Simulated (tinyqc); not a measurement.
Band bending at a free surface with a continuum of surface states, surface photovoltage and Kelvin probe: photovoltage against injection.

n-type bulk, xi = Ec - EF = Vt ln(Nc/Nd), p0 = ni^2/Nd, ni = sqrt(Nc Nv) exp(-Eg/(2 Vt)), Eg in volts. b is the upward band bending, u = b/Vt. Space charge per area, in units of q: Qc = sign(b) sqrt((2 eps0 eps_r Vt/q) [(Nd + dn)(exp(-u) - 1) + Nd u + (p0 + dn)(exp(u) - 1)]), with dn the excess density under light (flat quasi-Fermi levels; 0 in the dark). The states hold -Ds (E0 - xi - b): negative while the Fermi level lies above the neutrality level. Neutrality: Qc + Qf + (charge of the states) = 0.

Under chopped light the surface charge keeps its dark value, so b falls to bL with Qc(bL, dn) = Qc(b, 0); the photovoltage is b - bL.

Parameters, values chosen for the exercise; band and dielectric values those of a made-up semiconductor: temperature T = 300 K; band gap Eg = 1.35 eV; relative permittivity eps_r = 11.3; conduction-band density of states at T Nc = 2.84e19 cm^-3; valence-band density of states at T Nv = 2.41e19 cm^-3; donor density Nd = 2.9e15 cm^-3; fixed positive charge at the surface Qf = 0 cm^-2; density of surface states Ds = 8.9e12 cm^-2 eV^-1; depth of their neutrality level below the conduction edge E0 = 0.58 eV.

Constants: q = 1.602176634e-19 C, kB = 1.380649e-23 J/K, Vt = kB T/q, eps0 = 8.8541878128e-14 F/cm where lengths are in cm. Results are converted to the units shown.

Photovoltage against injection:
```
dn (cm^-3)	bL (V)	photovoltage (mV)	share of b removed (%)
2.3e6	0.3306	0.007346	0.002222
2.4e7	0.3306	0.07645	0.02312
2.4e8	0.3299	0.7449	0.2253
2.4e9	0.3246	6.064	1.834
2.5e10	0.3031	27.53	8.327
2.5e11	0.2657	64.89	19.63
2.5e12	0.2200	110.6	33.46
2.5e13	0.1702	160.5	48.54
2.6e14	0.1174	213.2	64.49
2.6e15	0.06675	263.9	79.81
2.6e16	0.02776	302.9	91.60
```

The photovoltage rises from 0.00735 to 303 mV, towards the full b = 331 mV. Its steepest rise is 51.9 mV a decade (Vt ln 10 = 59.5 mV), and it reaches 91.6 % of b in the last row: even strong light does not flatten the bands fully, so a saturation reading understates b. For dn = 2.6e16 the injection is high, and a Dember voltage, left out here, adds to the signal.

tinyqc, about 0.03 s, one thread, Intel Xeon 2.30GHz (shared host): `OMP_NUM_THREADS=1 python tinyqc.py 2430098 2430099 out.jsonl`
